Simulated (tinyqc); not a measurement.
Raising U: Hubbard ring of 6 sites, mean field against exact. Computed by the program tinyqc. Command: `OMP_NUM_THREADS=1 python tinyqc.py 110397 110398 out.jsonl`; one thread of a shared host (Intel(R) Xeon(R) Processor @ 2.60GHz), about 4 s.

one-body matrix (hopping and site energies) (eV):
```
,1,2,3,4,5,6
1,0.0000,-1.9400,0.0000,0.0000,0.0000,-1.9400
2,-1.9400,0.0000,-1.9400,0.0000,0.0000,0.0000
3,0.0000,-1.9400,0.0000,-1.9400,0.0000,0.0000
4,0.0000,0.0000,-1.9400,0.0000,-1.9400,0.0000
5,0.0000,0.0000,0.0000,-1.9400,0.0000,-1.9400
6,-1.9400,0.0000,0.0000,0.0000,-1.9400,0.0000
```

electrons, up and down: 3  3

Collinear unrestricted mean field (the lowest of 40 random starts) against exact diagonalisation.

Exact and mean-field results (eV):
```
U,U/t,E exact,E mean field,mean |n_up - n_down|,"double occupancy, exact",first gap in the sector
0.9700,0.5000,-14.113894,-14.065000,0.0000,0.2332,3.5506
1.9400,1.0000,-12.806247,-12.610000,0.0000,0.2161,3.2131
3.8800,2.0000,-10.494346,-9.700000,0.0000,0.1808,2.5474
5.8200,3.0000,-8.600706,-7.083486,0.5539,0.1446,1.9567
7.7600,4.0000,-7.117290,-5.502465,0.7578,0.1111,1.4944
11.6400,6.0000,-5.138124,-3.778354,0.8914,0.0637,0.9411
15.5200,8.0000,-3.973374,-2.865977,0.9384,0.0391,0.6762
23.2800,12.0000,-2.715724,-1.926717,0.9724,0.0186,0.4399
38.8000,20.0000,-1.653864,-1.161105,0.9900,0.0070,0.2638
```

In absolute terms mean field is worst at U/t = 4.0, 1.615 eV too high: at small U it is nearly exact, and at large U it misses only exchange-scale energies. Its local moments set in at U/t = 3.0 of those listed, a broken symmetry that the exact state of a finite cluster with equal spins does not have. Relative to the exact energy its error is 0.3 % at the smallest U, 30 % at most and 30 % at the largest. The double occupancy falls from 0.233 to 0.007; at the largest U the first gap is 0.68 times the exchange scale 4t^2/U.
